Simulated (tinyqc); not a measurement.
Do the excited 1s states matter for ionisation? Model: valley-orbit splitting of a donor ground state, with strain. Computed by tinyqc, a small Python program. Command: `OMP_NUM_THREADS=1 python tinyqc.py 3015942 3015943 out.jsonl valleyorbit walk`. One thread of a shared host (Intel(R) Xeon(R) Processor @ 2.30GHz), about 0.01 s of CPU time with the checks.

The basis is the 1s envelope in each valley; energies are counted from the unstrained conduction-band edge. The strain is e_s (a a^T - 1/3) for the unit stress axis a, so valley j along n_j moves by Xi_u e_s w_j with w_j = (n_j.a)^2 - 1/3: -1/3 for x and y, +2/3 for z.

Inputs (values chosen for the exercise, for a model many-valley semiconductor):
```
quantity                                    value   unit
single-valley binding energy E_0               22    meV
central-cell shift Lambda                    7.79    meV
coupling Delta_1                             2.28    meV
coupling Delta_2                            0.914    meV
shear deformation potential Xi_u             8.27     eV
donor density N_D                         7.8e+16  cm^-3
density-of-states mass of one valley m_e    0.337    m_0
```

Valleys: six along <100>. Stress axis: [001].

Constants: k_B = 8.617333262e-05 eV/K; m_0 = 9.1093837015e-31 kg; k_B = 1.380649e-23 J/K; h = 6.62607015e-34 J s.

Method:
- By symmetry: E(A1) = E_0 + Lambda + 4 Delta_1 + Delta_2 (one state), E(T2) = E_0 + Lambda - Delta_2 (three), E(E) = E_0 + Lambda - 2 Delta_1 + Delta_2 (two), as binding energies.
- H_jj = -(E_0 + Lambda) + Xi_u e_s w_j; H_jk = -Delta_2 between opposite valleys and -Delta_1 between perpendicular ones.
- z = sum over levels of exp(-(E - E_ground)/k_B T), the ground-state share being 1/z; N_c = 2 (2 pi m_e k_B T/h^2)^(3/2) sum_j exp(-(shift_j - lowest shift)/k_B T); n1 = N_c/(2 z) exp(-binding/k_B T), binding = lowest shift - E_ground; without compensation n = 2 N_D/(1 + sqrt(1 + 4 N_D/n1)) (Boltzmann statistics; p and higher states left out).
- No strain here. The last two columns set z = 1, with the A1 depth, or use one level at E_0 with z equal to the number of valleys.

E(A1) = 39.824 meV

Ionised share:
```
T (K)       z  all 1s states  ground state alone  no splitting
23     1.0140     8.6161e-05          8.6761e-05       0.00317
39     1.1496     7.3870e-03          7.9181e-03       0.04497
58     1.4651     5.9735e-02          7.1838e-02       0.16542
84     1.9633     2.1380e-01          2.8556e-01       0.37384
120    2.5734     4.6110e-01          6.2063e-01       0.60899
180    3.3091     7.3472e-01          8.8396e-01       0.81324
310    4.1898     9.2052e-01          9.7856e-01       0.93920
```

z grows from 1.014 to 4.19 of at most 6. Leaving out the excited states overstates the ionised share by up to 34.6 % (at 120 K); ignoring the splitting misses by a factor 36.8 at the lowest T and 1.02 at the highest.

Extremes, crossings and ranges named in words are read from the listed rows.
